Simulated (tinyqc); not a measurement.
Inside a calculation. Model: gated graphene, quantum capacitance.

Program tinyqc, `OMP_NUM_THREADS=1 python tinyqc.py 2200003 2200004 out.jsonl`; Intel Xeon 2.30GHz, shared host, one thread, about 0.01 s. Printed values are rounded.

phi is the Fermi level above the Dirac point, in volts; Vg is counted from the gate voltage of charge neutrality. Ideal linear bands, no charge puddles.

Values chosen for this exercise; values close to those of graphene:
- T = 300 K (temperature)
- eox = 22.1 (relative permittivity of the gate insulator (close to hafnium oxide))
- tox = 2.6 nm (insulator thickness)
- vF = 9.96e5 m/s (Fermi velocity)
- Dit = 0 cm^-2 eV^-1 (density of traps)
- Vg = 0.25 V (gate voltage)

Constants: q = 1.602176634e-19 C, kB = 1.380649e-23 J/K, hbar = 1.054571817e-34 J s, Vt = kB T/q, eps0 = 8.8541878128e-14 F/cm where lengths are in cm. Results are converted to the units shown.

## Gate capacitance

Cox = eps0 eox/tox.

Cox = 7.526060 uF/cm^2

## Starting value

phi = 0.01 V.

phi at the start = 0.01 V

## Iteration 1: new phi

N0 = (2/pi)(kB T/(hbar vF))^2; n = N0 F1(phi/Vt), p = N0 F1(-phi/Vt), F1(e) = int_0^infinity u du/(1 + exp(u - e)) = -Li2(-exp(e)); Cq = q d(n - p)/dphi = (q N0/Vt) ln[2 (1 + cosh(phi/Vt))]. Substitution: phi(new) = Vg - q (n - p + Dit phi)/Cox.

n = 1.119050e11 cm^-2
p = 5.834337e10 cm^-2
phi after iteration 1 = 0.2488598 V

## Iteration 2: new phi

As before.

n = 4.749630e12 cm^-2
p = 6.530570e6 cm^-2
phi after iteration 2 = 0.1488882 V

## Iteration 3: new phi

As before.

n = 1.804331e12 cm^-2
p = 3.119355e8 cm^-2
phi after iteration 3 = 0.2115954 V

## Course of the iteration

Stop when the step is below 1e-10 V, or after 40 iterations.

Course of the iteration:
```
iteration  phi before the step (V)   step (V)
1                             0.01      0.239
2                        0.2488598     -0.100
3                        0.1488882     0.0627
4                        0.2115954    -0.0357
5                        0.1759426     0.0218
6                        0.1977307    -0.0128
7                        0.1848913    7.75e-3
8                        0.1926383   -4.61e-3
9                        0.1880261    2.77e-3
...                            ...        ...
32                       0.1897611   -2.06e-8
33                       0.1897611    1.23e-8
34                       0.1897611   -7.38e-9
35                       0.1897611    4.42e-9
36                       0.1897611   -2.64e-9
37                       0.1897611    1.58e-9
38                       0.1897611  -9.47e-10
39                       0.1897611   5.67e-10
40                       0.1897611  -3.39e-10
```

Not converged within 40 iterations: the residual falls steadily but slowly, by a factor of about 0.60 a step over the last four steps (counting the size of the step as the residual). At the solution the slope of the map is -(Cq + q Dit)/Cox = -0.60; its size is below 1, so substitution contracts. A rerun with Newton steps converges in 5 iterations.
